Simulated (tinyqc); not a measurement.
Permeation of metal atoms or ions through a thin barrier or dielectric: time lag, field-aided drift and lifetime: one step, computed by the program tinyqc.

The film 0 < x < d is empty at first; C = C0 at x = 0 and C = 0 at x = d. dC/dt = D d2C/dx2 - v dC/dx with drift v = D z e V/(k_B T d) (uniform field, no space charge).

Question. Steady flux and time lag. Steady flux J = (D C0/d) P/(1 - exp(-P)); time lag in units of d^2/D: s_L = [P (1 + exp(-P))/(1 - exp(-P)) - 2]/P^2 (P = 0: J = D C0/d, s_L = 1/6).

Inputs (values chosen for the exercise, for a model case: doubly charged vacancies through an oxide):

| quantity | value | unit |
|---|---|---|
| thickness d | 98 | nm |
| prefactor D0 | 590 | cm^2/s |
| concentration at the source side C0 | 3.9e+13 | 1/cm^3 |
| test temperature T | 150 | C |

Peclet number P = 5.100887

diffusivity D = 8.518402e-14 cm^2/s

time scale d^2/D = 1127.442 s

Give: flux relative to D C0/d; steady flux J; time lag s_L; time lag.

Answer.

flux relative to D C0/d = 5.132

steady flux J = 1.740e+06 1/(cm^2 s)

time lag s_L = 0.1216

time lag = 137.1 s

Drift and diffusion both act. Caution: a prefactor D0 above about 10 cm^2/s is far larger than atomic jumps allow; it only sets the time scale of the exercise.
